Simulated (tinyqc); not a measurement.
## Diffused layer (Gaussian), carriers, mobility and sheet resistance: effect of the peak chemical concentration

An n-type layer from the surface x = 0 to the junction xj, N(x) = N0 exp(-(x/Ld)^2). Local neutrality (no depletion at surface or junction, no spilling of carriers), intrinsic carriers neglected, full ionisation of active dopants.

xj = Ld sqrt(ln(N0/Nb)). Active dopant A = min(N, Ns); n = A - Nb; mobility mu = m1 + (m2 (T/300 K)^(-bt) - m1)/(1 + ((A + Nb)/Nr)^am). Dose = integral of N, carrier sheet density = integral of n, 1/Rs = q integral of n mu, mean mobility 1/(q Rs sheet density), Hall mobility (unit Hall factor) = integral of n mu^2 over integral of n mu, Hall sheet density = (integral of n mu)^2/integral of n mu^2; all from 0 to xj. Integrals on 4000 steps.

Inputs (values chosen for the exercise); values close to those of phosphorus in silicon over a p-type background:
- T = 400 K (temperature)
- Nb = 8.6e14 cm^-3 (background doping of the opposite type)
- m1 = 70.5 cm^2/(V s) (mobility limit at high doping)
- m2 = 1370 cm^2/(V s) (mobility limit at low doping, at 300 K)
- Nr = 9.42e16 cm^-3 (reference doping of the mobility law)
- am = 0.723 (exponent of the mobility law)
- bt = 1.9 (temperature exponent of m2)
- Ns = 3.86e20 cm^-3 (solubility limit of active dopant)
- Ld = 54 nm (diffusion length 2 sqrt(D t))

Constants: q = 1.602176634e-19 C. Results are converted to the units shown.

Effect of the peak chemical concentration:
columns A: N0 (cm^-3); B: xj (nm); C: dose (cm^-2); D: carriers (cm^-2); E: Rs (ohm/square); F: mean mobility (cm^2/(V s)); G: Rs xj (ohm nm); H: Hall/true sheet density
```
A           B         C         D      E      F        G       H
5.3e17  136.9  2.536e12  2.524e12   8707  284.0  1.192e6  0.9316
1.5e18  147.5  7.178e12  7.165e12   4473  194.7  6.599e5  0.8985
3.9e18  156.7  1.866e13  1.865e13   2369  141.3  3.712e5  0.8887
1.1e19  166.1  5.264e13  5.263e13   1107  107.1  1.838e5  0.9078
2.9e19  174.4  1.388e14  1.388e14  501.3  89.73  8.740e4  0.9402
7.9e19  182.5  3.781e14  3.780e14  205.9  80.19  3.759e4  0.9694
2.2e20  190.6  1.053e15  1.053e15  78.79  75.24  1.501e4  0.9869
5.9e20  198.0  2.824e15  2.366e15  36.02  73.24     7131  0.9939
1.6e21  205.2  7.657e15  3.188e15  26.87  72.87     5513  0.9957
```

Read the table: what changes, and by how much?

As N0 goes from 5.3e17 to 1.6e21, xj rises from 137 to 205 nm, Rs falls from 8710 to 26.9 ohm/square, the mean mobility falls from 284 to 72.9 cm^2/(V s) and the share of the dose that conducts goes from 99.5 through a maximum of 100 (at N0 = 2.2e20 among the rows listed) to 41.6 %. Rs goes as dose^(-0.64) at the low end and dose^(-0.29) at the high end; constant mobility and activation would give -1. Above N0 = Ns = 3.86e20 cm^-3 added dopant only widens the clipped top.

Computed by the program tinyqc: `OMP_NUM_THREADS=1 python tinyqc.py 2110004 2110005 out.jsonl`, one thread of a shared Intel Xeon 2.30GHz, about 0.01 s for the whole run.
